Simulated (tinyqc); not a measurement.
## Radius, Mott density and mass from the binding energy

Problem. A donor has the isolated binding energy E0 = cc Ry, Ry = (m0 q^3/(8 eps0^2 h^2)) me/eps_r^2 in eV, radius a = q/(8 pi eps0 eps_r E0) and Mott density (0.26/a)^3. Find a, the Mott density and me.

Values chosen for this exercise: relative permittivity eps_r = 11.5; ratio of the true binding energy to the hydrogenic one cc = 1.

Constants: q = 1.602176634e-19 C, eps0 = 8.8541878128e-12 F/m, h = 6.62607015e-34 J s, m0 = 9.1093837015e-31 kg. Results are converted to the units shown.

E0 = 26.542675 meV

Solution. Each follows directly from E0.

a = 2.359 nm
Mott density = 1.339e18 cm^-3
me = 0.2580 m0

tinyqc, about 0.01 s, one thread, Intel Xeon 2.30GHz (shared host): `OMP_NUM_THREADS=1 python tinyqc.py 2330028 2330029 out.jsonl`
